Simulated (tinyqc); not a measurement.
Charge pumping in an n-channel transistor: one step of the calculation.

The gate is pulsed from accumulation to inversion and back. Energies E are counted from the intrinsic level; Dit(E) = D0 [1 + b (2 E/Eg)^2]. During each edge the traps near the bands emit their carriers, and those between Eh and Ee recombine once a cycle.

Problem. Emission levels. ni = sqrt(Nc Nv) exp(-Eg/(2 Vt)), Eg in volts; emission times te = (dV/Va) tf and th = (dV/Va) tr; Ee = -Vt ln(vth sn ni te), Eh = +Vt ln(vth sp ni th).

Parameters, values chosen for the exercise; band and dielectric values close to those of silicon:
- T = 300 K (temperature)
- Eg = 1.12 eV (band gap)
- Nc = 2.75e19 cm^-3 (conduction-band density of states at 300 K)
- Nv = 2.63e19 cm^-3 (valence-band density of states at 300 K)
- sn = 7.9e-16 cm^2 (cross-section for electrons)
- sp = 3.5e-16 cm^2 (cross-section for holes)
- vth = 2e7 cm/s (thermal velocity at 300 K, one nominal value for electrons and holes)
- dV = 1.06 V (Vth - Vfb)
- Va = 3.9 V (pulse height)
- tr = 34 ns (rise time)
- tf = 110 ns (fall time)

Constants: q = 1.602176634e-19 C, kB = 1.380649e-23 J/K, Vt = kB T/q. Results are converted to the units shown.

Wanted: ni; te; th; Ee; Eh.

Solution.

ni = 1.052e10 cm^-3
te = 29.90 ns
th = 9.241 ns
Ee = 0.3157 eV
Eh = -0.3671 eV

The window covers 61.0 % of the gap.

Range of the model: The Fermi levels of inversion and accumulation are taken to lie beyond Ee and Eh, the flat tops to fill all traps, and no geometric current is added.

Program tinyqc, `OMP_NUM_THREADS=1 python tinyqc.py 2030145 2030146 out.jsonl`; Intel Xeon 2.30GHz, shared host, one thread, about 0.01 s.
